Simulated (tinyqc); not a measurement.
Trap density from swing and capacitance.

Problem. In an MOS structure at one bias the subthreshold swing is S = Vt ln 10 (1 + (Cd + q Dit)/Cox) and 1/C_HF = 1/Cox + 1/Cd, Cox = 3.9 eps0/EOT. Find Cd and Dit.

Inputs (values chosen for the exercise):
```
symbol  value  unit                     meaning
T         300     K                 temperature
EOT       2.9    nm  equivalent oxide thickness
```

Constants: q = 1.602176634e-19 C, kB = 1.380649e-23 J/K, Vt = kB T/q, eps0 = 8.8541878128e-14 F/cm where lengths are in cm. Results are converted to the units shown.

S = 64.799205 mV/decade
C_HF = 88.829414 nF/cm^2

Answer. C_HF gives Cd, and the swing gives Cd + q Dit.

Cd = 96.0 nF/cm^2
Dit = 5.92e10 cm^-2 eV^-1

Computed by the program tinyqc: `OMP_NUM_THREADS=1 python tinyqc.py 2030105 2030106 out.jsonl`, one thread of a shared Intel Xeon 2.30GHz, about 0.01 s for the whole run.
